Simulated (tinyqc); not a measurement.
Drifting, spreading and decaying minority pulse (Haynes-Shockley), backward Euler time steps: two steps of the calculation.

Low injection in a uniform field: dn/dt = D d2n/dx2 - v dn/dx - n/tau with D = mu Vt and v = mu F towards +x. Exact solution on an infinite bar for a Gaussian start at x0: n = N0 exp(-t/tau) exp(-(x - x0 - v t)^2/(2 s^2))/sqrt(2 pi s^2), s^2 = s0^2 + 2 D t.

Parameters, values chosen for the exercise; mobility close to that of silicon at room temperature:
- T = 250 K (temperature)
- mu = 461 cm^2/(V s) (minority-carrier mobility)
- F = 46 V/cm (sweep field along the drift)
- hx = 5.1 um (mesh step)
- tau = 3.5e-7 s (lifetime)
- dt = 9.7e-9 s (time step)

Constants: q = 1.602176634e-19 C, kB = 1.380649e-23 J/K, Vt = kB T/q. Results are converted to the units shown.

Task 1. Coefficients of the scheme. Exponentially fitted fluxes: d = F hx/Vt, B(d) = d/(exp(d) - 1), k = D dt/hx^2; (L n)_i = a n_(i-1) + b n_i + c n_(i+1) with a = k B(-d), c = k B(d), b = -a - c - dt/tau. Explicit steps keep n positive for dt up to 1/[(D/hx^2)(B(d) + B(-d)) + 1/tau].

Give: D; v; d; a; b; c; positivity limit of dt.

Result 1.

D = 9.9315 cm^2/s
v = 21206 cm/s
d = 1.0890
a = 0.60794
b = -0.84027
c = 0.20461
positivity limit of dt = 1.1544e-8 s

Task 2. Densities after a time step. (L n)_i = a n_(i-1) + b n_i + c n_(i+1), n = 0 beyond the ends. Backward Euler step: solve n(new) - L n(new) = n.

a = 0.60794047
b = -0.84026542
c = 0.20461067

```
node,n at t = 0 (1e14 cm^-3)
1,0.0934124
2,0.8686692
3,3.3107346
4,5.1714740
5,3.3107346
6,0.8686692
7,0.0934124
8,0.0041169
9,0.0000744
10,0.0000006
11,0.0000000
12,0.0000000
```

Wanted: n at t = 1 dt.

Result 2.

```
node,n at t = 1 dt (1e14 cm^-3)
1,0.1394
2,0.7969
3,2.5077
4,4.0060
5,3.3039
6,1.6317
7,0.6135
8,0.2130
9,0.0732
10,0.0251
11,0.0086
12,0.0028
```

tinyqc, about 0.01 s, one thread, Intel Xeon 2.30GHz (shared host): `OMP_NUM_THREADS=1 python tinyqc.py 2310032 2310033 out.jsonl`
